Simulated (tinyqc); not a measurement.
Worked calculation: CCSD on RHF in the 3-21g basis, for H2, spin multiplicity 1. One step of it, computed by the program tinyqc.

Problem. Iteration 8 (converged): orbitals. Diagonalise F' = X^T F X, C = X C', fill 1 alpha and 1 beta electrons from the bottom; D = 2 C_occ C_occ^T. Each column has its largest component positive (the first on a tie).

converged F (hartree):
```
           1H 1s      1H 2s      2H 1s      2H 2s
1H 1s   0.216575  -0.420186  -0.396773  -0.411359
1H 2s  -0.420186  -0.316020  -0.411359  -0.376198
2H 1s  -0.396773  -0.411359   0.216575  -0.420186
2H 2s  -0.411359  -0.376198  -0.420186  -0.316020
```

X:
```
               1          2          3         4
1H 1s  -0.681018   0.878412   0.677852  0.273725
1H 2s   1.595935  -0.681836   0.289253  0.352641
2H 1s   0.681018   0.878412  -0.677852  0.273725
2H 2s  -1.595935  -0.681836  -0.289253  0.352641
```

Give: F' = X^T F X; orbital energies; coefficients C; D after iteration 8.

Solution.

F' = X^T F X (hartree):
```
         1       2        3        4
1   0.9138  0.0000  -0.5263   0.0000
2   0.0000  1.0704   0.0000   0.0415
3  -0.5263  0.0000   0.5668   0.0000
4   0.0000  0.0415   0.0000  -0.5202
```

orbital energies (hartree): MO1 -0.5213, MO2 0.1861, MO3 1.0715, MO4 1.2945

coefficients C:
```
          MO1      MO2      MO3      MO4
1H 1s  0.2508   0.1501   0.8852  -0.9491
1H 2s  0.3703   1.1697  -0.6724   1.1236
2H 1s  0.2508  -0.1501   0.8852   0.9491
2H 2s  0.3703  -1.1697  -0.6724  -1.1236
```

D after iteration 8:
```
        1H 1s   1H 2s   2H 1s   2H 2s
1H 1s  0.1258  0.1857  0.1258  0.1857
1H 2s  0.1857  0.2742  0.1857  0.2742
2H 1s  0.1258  0.1857  0.1258  0.1857
2H 2s  0.1857  0.2742  0.1857  0.2742
```
